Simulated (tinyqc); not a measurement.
Worked calculation: exchange-split free-electron bands and tunnelling magnetoresistance. Values are carried at full precision from step to step, so a last printed digit may differ when a step is redone from the rounded ones.

Majority and minority bands E = c k^2/m -/+ Dx/2, c = hbar^2/2m0, so k_up = sqrt(m (EF + Dx/2)/c), k_dn = sqrt(m (EF - Dx/2)/c); n_s = k_s^3/(6 pi^2), D_s = m k_s/(4 pi^2 c).

Constants: hbar^2/2m0 = 3.80998211 eV angstrom^2.

Values chosen for the exercise: EF = 3.67 eV (Fermi energy above the mean band bottom); Dx = 5.07 eV (exchange splitting); m = 0.99 m0 (mass in the electrodes); mb = 0.74 m0 (mass in the barrier); phi = 1.35 eV (barrier height above EF); d = 13 angstrom (barrier thickness).

## The two Fermi spheres

Give k_s, n_s, D_s, the moment per electron (n_up - n_dn)/n and three polarisations: of D, of D v and of D v^2 (v proportional to k).

k_up, k_dn (1/angstrom): 1.2698  0.5431

n_up, n_dn (1/angstrom^3): 0.03457  0.00270

D_up, D_dn (1/(eV angstrom^3)): 0.00836  0.00357

moment per electron = 0.8549 muB

polarisations: D 0.4009, D v 0.6907, D v^2 0.8549

The three numbers differ although they describe one band structure: each probe (density of states, ballistic current, diffusive current) weights the velocity differently.

## Transmissions

Barrier: kappa = sqrt(mb phi/c), c = hbar^2/2m0. With a = k1/m, b = k2/m, w = kappa/mb, the transmission at normal incidence is T(k1, k2) = 4 a b w^2/[w^2 (a + b)^2 + (w^2 + a^2)(w^2 + b^2) sinh^2(kappa d)]. Parallel: G_P = T(up, up) + T(dn, dn); antiparallel: G_AP = 2 T(up, dn); TMR = (G_P - G_AP)/G_AP. Julliere: TMR = 2 P^2/(1 - P^2). Slonczewski factor: P_eff = P_k (w^2 - a_up a_dn)/(w^2 + a_up a_dn), P_k = (k_up - k_dn)/(k_up + k_dn).

Evaluate kappa and the three T.

kappa = 0.5121 1/angstrom
kappa d = 6.657

T: up-up 4.615e-06, dn-dn 6.264e-06, up-dn 5.377e-06

The minority channel transmits more, by a factor 1.36; the common factor exp(-2 kappa d) is 1.65e-06.

## Magnetoresistance

From the T, and from the Julliere formula with P_k and with P_eff.

TMR from T = 1.17 %
P_k = 0.4009
P_eff = -0.0762
Julliere with P_k = 38.29 %
Julliere with P_eff = 1.17 %

The interface factor is -0.190: it reverses the sign of the tunnelling polarisation. The plain Julliere value lies 37.1 points above the result and the one with P_eff 0.00 points from it. Symmetry filtering in crystalline barriers, which gives far larger values, is outside this model.

## Checks

- TMR of a thick barrier against the Julliere formula with P_eff: both 0.01168.

Computed by tinyqc, a small Python program: `OMP_NUM_THREADS=1 python tinyqc.py 1682065 1682066 out.jsonl` (the numbers bound the seed that draws the inputs); one thread of a shared host (Intel(R) Xeon(R) Processor @ 2.30GHz), about 0.01 s for the whole set of steps.
